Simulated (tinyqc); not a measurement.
Standing waves and exposure in a photoresist film: one step. Interface coefficients. Three cases, with inputs chosen for the exercise.

Question. Form N1, r01, t01 and r12.

Normal incidence from air. Unexposed resist: N1 = n1 + i k1 with k1 = (A + B) lam/(4 pi), lam in micrometres. r01 = (1 - N1)/(1 + N1), t01 = 2/(1 + N1). Substrate Ns = ns + i ks: r12 = (N1 - Ns)/(N1 + Ns). With p = exp(2 pi i N1 d/lam), the field at depth z is E(z) = t01 [exp(2 pi i N1 z/lam) + r12 p^2 exp(-2 pi i N1 z/lam)]/(1 + r01 r12 p^2), the relative intensity I(z) = n1 |E(z)|^2 and the reflectance R = |(r01 + r12 p^2)/(1 + r01 r12 p^2)|^2.

Case 1.

Values chosen (a resist on Cu, indices near tabulated ones; shifted at random, so the results belong to these values and not to a real crystal): lam = 193 nm (vacuum wavelength); n1 = 1.713 (resist index); A = 0.14 1/micrometre (bleachable absorption (Dill A)); B = 1.03 1/micrometre (fixed absorption (Dill B)); d = 185 nm (resist thickness); ns = 0.974 (substrate n); ks = 1.381 (substrate k).

Case 2.

Values chosen (a resist on Cu, indices near tabulated ones; shifted at random, so the results belong to these values and not to a real crystal): lam = 193 nm (vacuum wavelength); n1 = 1.69 (resist index); A = 0.06 1/micrometre (bleachable absorption (Dill A)); B = 0.82 1/micrometre (fixed absorption (Dill B)); d = 148 nm (resist thickness); ns = 0.964 (substrate n); ks = 1.401 (substrate k).

Case 3.

Values chosen (a resist on Si, indices near tabulated ones; shifted at random, so the results belong to these values and not to a real crystal): lam = 193 nm (vacuum wavelength); n1 = 1.683 (resist index); A = 0.09 1/micrometre (bleachable absorption (Dill A)); B = 0.89 1/micrometre (fixed absorption (Dill B)); d = 214 nm (resist thickness); ns = 0.884 (substrate n); ks = 2.774 (substrate k).

Give: N1; r01; t01; r12; |r12|^2.

Answer.

Case 1.

N1 = 1.71300+0.01797i
r01 = -0.2628-0.0049i
t01 = 0.7372-0.0049i
r12 = 0.0086-0.5117i
|r12|^2 = 0.2620

Next to the bottom the intensity swings by a factor ((1 + |r12|)/(1 - |r12|))^2 = 9.59 between antinode and node.

Case 2.

N1 = 1.69000+0.01352i
r01 = -0.2565-0.0037i
t01 = 0.7435-0.0037i
r12 = -0.0040-0.5207i
|r12|^2 = 0.2711

Next to the bottom the intensity swings by a factor ((1 + |r12|)/(1 - |r12|))^2 = 10.1 between antinode and node.

Case 3.

N1 = 1.68300+0.01505i
r01 = -0.2546-0.0042i
t01 = 0.7454-0.0042i
r12 = -0.3928-0.6480i
|r12|^2 = 0.5742

Next to the bottom the intensity swings by a factor ((1 + |r12|)/(1 - |r12|))^2 = 52.7 between antinode and node.

Computed by tinyqc, one run a case: `OMP_NUM_THREADS=1 python tinyqc.py N N+1 out.jsonl` with N = 1681324, 1681397, 1681447; one thread of a shared Intel(R) Xeon(R) Processor @ 2.30GHz, about 0.01 s a run at most.
